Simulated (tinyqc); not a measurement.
Nucleation and growth of vacancy voids in a cooling silicon-like crystal. Which input was changed? Computed by tinyqc, a small Python program. Command: `OMP_NUM_THREADS=1 python tinyqc.py 3009493 3009494 out.jsonl voids which`. One thread of a shared host (Intel(R) Xeon(R) Processor @ 2.30GHz), about 2 s of CPU time with the checks.

Spherical voids; vacancies are lost only to voids.

Inputs (values chosen for the exercise, for a model crystal):
```
quantity,value,unit
vacancy density at the melting point C_m,4.9e+14,1/cm^3
formation energy E_f,4.07,eV
melting point T_m,1685,K
diffusion prefactor D0,0.0012,cm^2/s
migration energy E_m,0.38,eV
site density rho,5e+22,1/cm^3
void surface energy gamma,0.953,J/m^2
cooling rate q,5.8,K/min
vacancy excess C0,1.7e+13,1/cm^3
temperature of the worked step T,1330,K
temperature step,0.25,K
```

Vacancy supply: given.

Constants: k_B = 8.617333262e-05 eV/K; k_B = 1.380649e-23 J/K; e = 1.602176634e-19 C.

Method:
- C = C0 as given.
- C_e = C_m exp[-(E_f/k_B)(1/T - 1/T_m)]; D = D0 exp(-E_m/(k_B T)); f = k_B T ln(C/C_e); r* = 2 gamma/(rho f); W* = 16 pi gamma^3/(3 rho^2 f^2); Z = f/sqrt(12 pi W* k_B T); I = rho Z (4 pi r* D C) exp(-W*/(k_B T)).
- March down from 1500 K in steps dT, dt = dT/q, with values at the upper end of each step: a class of I dt voids is born with r*; then all classes grow by r^2 += 2 D (C - C_e) dt/rho; C falls by the vacancies added to voids. Stop at 1150 K. T_n is the T of the largest I, N the final count (classes under 1e-6 /cm^3 are dropped), and the mean radius the number average.

Task: One of these inputs alone was changed, within the range given: vacancy density at the melting point C_m (2.45e+14 to 9.8e+14); formation energy E_f (3.2 to 4.8); cooling rate q (2.9 to 11.6); vacancy excess C0 (8.5e+12 to 3.4e+13). Which one, and to what value?

Results:
```
run,rate I (1/(cm^3 s)),void density N (1/cm^3),mean radius (nm)
before,2.297771e+00,8658576,20.85787
after,2.869496e-03,9138869,20.48164
```

Result:

Each candidate set to reproduce rate I, and what it then gives:
```
candidate,range searched,value needed,void density N (1/cm^3),mean radius (nm)
vacancy density at the melting point C_m (1/cm^3),2.45e+14 to 9.8e+14,6.150e14,9.1389e+06,20.482
formation energy E_f (eV),3.2 to 4.8,3.946,8.6944e+06,20.825
cooling rate q (K/min),2.9 to 11.6,no effect,-,-
vacancy excess C0 (1/cm^3),8.5e+12 to 3.4e+13,1.364e13,1.0155e+07,18.372
```

Only vacancy density at the melting point C_m fits every result: it went from 4.9e+14 to 6.15e14 1/cm^3. The next best candidate, formation energy E_f, misses one result by 4.9 %.
